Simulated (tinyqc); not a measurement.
CMOS inverter, nodal equation and switching: two steps of the calculation.

An n-channel pull-down (bn, VTn) and a p-channel pull-up (bp, VTp) share the input Vin and the output node Vout, which carries the load C. Transistor (EKV form, voltages against the body): I = 2 n b Vt^2 [F(vp - Vs) - F(vp - Vd)] from drain to source, F(v) = ln^2(1 + exp(v/(2 Vt))), vp = (Vg - VT + sg |Vd - Vs|)/n. n-channel bodies are at 0; for the p-channel device all voltages are counted down from Vdd. b in uA/V^2 gives I in uA. Static: In = Ip. Transient: C dVout/dt = Ip - In. No velocity saturation, no gate capacitance beyond C.

Inputs (values chosen for the exercise):
- T = 400 K (temperature)
- Vdd = 1.2 V (supply voltage)
- n = 1.3 (slope factor)
- sg = 0.045 (drain-induced barrier lowering)
- VTn = 0.36 V (n-channel threshold)
- VTp = 0.31 V (p-channel threshold (magnitude))
- bn = 650 uA/V^2 (gain factor of the pull-down transistor)
- bp = 320 uA/V^2 (gain factor of the pull-up transistor)
- C = 0.51 fF (load capacitance)
- dt = 0.4 ps (time step)

Constants: q = 1.602176634e-19 C, kB = 1.380649e-23 J/K, Vt = kB T/q. Results are converted to the units shown.

Problem 1. Switching point and noise margins. VM solves In = Ip with Vin = Vout. VIL and VIH are the inputs at which the gain is -1; NML = VIL - Vout(VIH), NMH = Vout(VIL) - VIH.

Find: VM; gain at VM; VIL; VIH; NML; NMH.

Solution 1.

VM = 0.57225 V
gain at VM = -22.218
VIL = 0.48065 V
VIH = 0.64361 V
NML = 0.40601 V
NMH = 0.48323 V

VM lies 28 mV below Vdd/2, and the high margin is the larger one. With both transistors saturated the size of the gain tends to 1/sg = 22.2; here it is 0.017 % below that.

Problem 2. One time step of the falling output. The input steps to Vdd at t = 0; I = In - Ip. Implicit Euler: V(new) = V - (dt/C) I(V(new)), solved for V(new); 1 ps uA/fF = 1 mV.

Vout at t = 0 = 1.2 V

Find: I(V); I(V(new)); Vout after step 1.

Solution 2.

I(V) = 199.8 uA
I(V(new)) = 196.7 uA
Vout after step 1 = 1.046 V

Program tinyqc, `OMP_NUM_THREADS=1 python tinyqc.py 2340075 2340076 out.jsonl`; Intel Xeon 2.30GHz, shared host, one thread, about 0.03 s.
